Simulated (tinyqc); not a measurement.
Estimate of lattice thermal conductivity from elastic moduli (Slack, Klemens and Cahill formulas): one step, computed by the program tinyqc. Command: `OMP_NUM_THREADS=1 python tinyqc.py 3008541 3008542 out.jsonl slack walk`. One thread of a shared host (Intel(R) Xeon(R) Processor @ 2.30GHz), about 0.01 s of CPU time with the checks.

An isotropic solid.

Task: Point defects and grains. High-temperature forms with the classical heat capacity. Klemens: kappa/kappa_0 = arctan(u)/u, u^2 = pi^2 Theta V Gamma kappa_0/(h v_m^2). Grains: 1/kappa_poly = 1/kappa + 1/(C v_m d/3), C = 3 k_B/(n V), the acoustic branches alone.

Inputs (values chosen for the exercise, for a model crystal):
```
quantity                    value        unit
volume per atom V            16.6  angstrom^3
atoms per primitive cell n     10           -
temperature T                 400           K
disorder parameter Gamma    0.013           -
grain size d                  250          nm
```

Grueneisen parameter: from the Poisson ratio.

kappa of the perfect crystal = 7.202253 W/(m K)

Debye temperature Theta = 445.6948 K

v_m = 3818.831 m/s

Constants: h = 6.62607015e-34 J s; k_B = 1.380649e-23 J/K.

Give: disorder scale u; kappa with point defects; grain-boundary limit; kappa of the polycrystal.

Result:

disorder scale u = 0.8411

kappa with point defects = 5.988 W/(m K)

grain-boundary limit = 79.40 W/(m K)

kappa of the polycrystal = 5.568 W/(m K)

Point defects remove 17 % of kappa. Grains remove a further 7 %.
